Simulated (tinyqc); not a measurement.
# Schottky barrier on an n-type semiconductor, non-linear Poisson equation by Newton steps: effects of single changes

One dimension, metal at x = 0, donor density C(x) = Nd, uniform. Energies are counted from the electron Fermi level of the semiconductor and the conduction-band edge is Ec = -psi, so n = Nc exp(psi/Vt); holes follow the Fermi level of the metal, at -V, so p = Nv exp((V - psi - Eg)/Vt). Ends: psi(0) = V - phiB and psi = Vt ln(Nd/Nc) deep inside. Boltzmann statistics, full ionisation, no current, no image force in the Poisson equation.

Parameters, values chosen for the exercise; band and dielectric values close to those of germanium: temperature T = 300 K; band gap Eg = 0.661 eV; relative permittivity eps_r = 15.7; conduction-band density of states at T Nc = 1.06e19 cm^-3; valence-band density of states at T Nv = 6.02e18 cm^-3; donor density deep in the semiconductor Nd = 8.9e16 cm^-3; barrier height phiB = 0.42 eV.

Constants: q = 1.602176634e-19 C, kB = 1.380649e-23 J/K, Vt = kB T/q, eps0 = 8.8541878128e-14 F/cm where lengths are in cm. Results are converted to the units shown.

Each table varies one quantity; the others keep the values above.

## Capacitance-voltage profiling

The Poisson equation d/dx(eps0 eps_r dpsi/dx) = -q (p - n + C) is solved on a mesh of about 1000 nodes or more that ends in neutral material. C_s = q d/dV of the integral of n over x, from the linearised equation. Probed depth w = eps0 eps_r/C_s; apparent doping N_app = C_s^3/(q eps0 eps_r dC_s/dV), the derivative by central differences over +/- 0.02 V.

The same in every row: true C(w) (cm^-3) = 8.900e16.

Capacitance-voltage profiling:
```
V (V),C_s (nF/cm^2),w (nm),N_app (cm^-3),|E_0| (kV/cm)
0,191.4,72.63,8.868e16,74.53
-0.38,123.4,112.6,8.895e16,115.5
-0.75,98.55,141.1,8.898e16,144.7
-1.12,84.42,164.7,8.899e16,168.9
-1.5,74.82,185.8,8.899e16,190.6
-1.88,67.89,204.8,8.899e16,210.1
-2.25,62.71,221.7,8.900e16,227.4
-2.62,58.56,237.4,8.900e16,243.5
-3,55.05,252.5,8.900e16,259.0
```

Read the table: what changes, and by how much?

C_s falls from 191 to 55.0 nF/cm^2 while the probed depth goes from 72.6 to 253 nm. The apparent doping stays near 8.90e16 cm^-3. It departs most from the true doping at that depth for V = 0 V, where it is 0.36 % below it; so the doping is read well over the depths probed.

## Effect of the bias of the metal against the semiconductor

First integral for uniform doping: E_0^2 = (2 q/(eps0 eps_r)) [Nd (U - Vt + Vt exp(-U/Vt)) + Vt p_0], U = Vbi - V, Vbi = phiB - Vt ln(Nc/Nd), p_0 = Nv exp((phiB - Eg)/Vt) (deep holes neglected). Image-force lowering dphi = sqrt(q E_0/(4 pi eps0 eps_r)), at x_m = sqrt(q/(16 pi eps0 eps_r E_0)). W = sqrt(2 eps0 eps_r U/(q Nd)).

The same in every row: Vbi (V) = 0.2964; p_0/Nd = 0.006048.

Effect of the bias of the metal against the semiconductor:
```
V (V),W (nm),E_0 (kV/cm),dphi (mV),exp(dphi/Vt)
0,76.02,74.53,26.14,2.749
-0.7,139.4,141.1,35.98,4.021
-1.4,181.9,185.1,41.21,4.923
-2.1,216.2,220.5,44.97,5.696
-2.9,249.6,255.0,48.37,6.494
-3.6,275.6,281.8,50.84,7.146
-4.3,299.4,306.2,53.00,7.768
-5,321.4,328.8,54.92,8.367
```

What does the comparison show?

As V goes from 0 to -5, the surface field rises from 74.5 to 329 kV/cm, the lowering rises from 26.1 to 54.9 mV and W rises from 76.0 to 321 nm. The reverse current factor exp(dphi/Vt) grows by 3.04 over the table, so a thermionic reverse current does not saturate.

Program tinyqc, `OMP_NUM_THREADS=1 python tinyqc.py 2020010 2020011 out.jsonl`; Intel Xeon 2.30GHz, shared host, one thread, about 0.04 s.
